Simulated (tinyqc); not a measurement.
Inside a calculation. Method: harmonic frequencies on the RHF/sto-6g surface (energies and gradients from PySCF), for BeH+, spin multiplicity 1. Computed by tinyqc, a small Python program that keeps every step (integrals from PySCF). Settings: charge = 1, multiplicity = 1, basis = sto-6g, delta = 0.002. Command: `OMP_NUM_THREADS=1 python tinyqc.py 20760 20761 out.jsonl` (the two numbers bound the seeds that draw the settings). One thread of a shared host (Intel(R) Xeon(R) Processor @ 2.60GHz), about 2 s of CPU time with the checks.

## One row of the Hessian: 1Bez

optimised positions (bohr):
```
            x         y         z
1Be  0.000000  0.000000  0.140583
2H   0.000000  0.000000  2.625976
```

gradient at +delta (hartree/bohr):
```
              x           y            z
1Be  0.00000000  0.00000000   0.00043799
2H   0.00000000  0.00000000  -0.00043799
```

gradient at -delta (hartree/bohr):
```
              x           y            z
1Be  0.00000000  0.00000000  -0.00043573
2H   0.00000000  0.00000000   0.00043573
```

Displace 1Bez by +/-0.002 bohr; H(k, :) = (g(+) - g(-)) / (2 delta).

row of the Hessian (hartree/bohr^2): 1Bex 0.00000000, 1Bey 0.00000000, 1Bez 0.21842806, 2Hx 0.00000000, 2Hy 0.00000000, 2Hz -0.21842806

## Hessian by finite differences

All rows are made in the same way, and the matrix is symmetrised.

Hessian (symmetrised) (hartree/bohr^2), lower triangle:
```
             1Bex         1Bey         1Bez          2Hx          2Hy         2Hz
1Bex  -0.00000003
1Bey   0.00000000  -0.00000003
1Bez   0.00000000   0.00000000   0.21842806
2Hx    0.00000003   0.00000000   0.00000000  -0.00000003
2Hy    0.00000000   0.00000003   0.00000000   0.00000000  -0.00000003
2Hz    0.00000000   0.00000000  -0.21842806   0.00000000   0.00000000  0.21842806
```

## Normal modes

masses (u): 1Be 9.012182, 2H 1.007825

Diagonalise H_ij / sqrt(m_i m_j); the 5 smallest eigenvalues belong to translations and rotations; wavenumber = sqrt(eigenvalue / 1822.888) x 219474.63; each mode has its largest component positive (the first on a tie); zero-point energy = sum of wavenumbers / 2, with 349.755 1/cm per kcal/mol.

eigenvalues of the mass-weighted Hessian (hartree/(bohr^2 u)): 0.000000  0.000000  0.000000  0.000000  0.000000  0.240969

harmonic wavenumbers of the vibrations (1/cm): 2523.4

mass-weighted modes:
```
         mode 1
1Bex   0.000000
1Bey   0.000000
1Bez  -0.317145
2Hx    0.000000
2Hy    0.000000
2Hz    0.948377
```

zero-point energy = 3.607372 kcal/mol
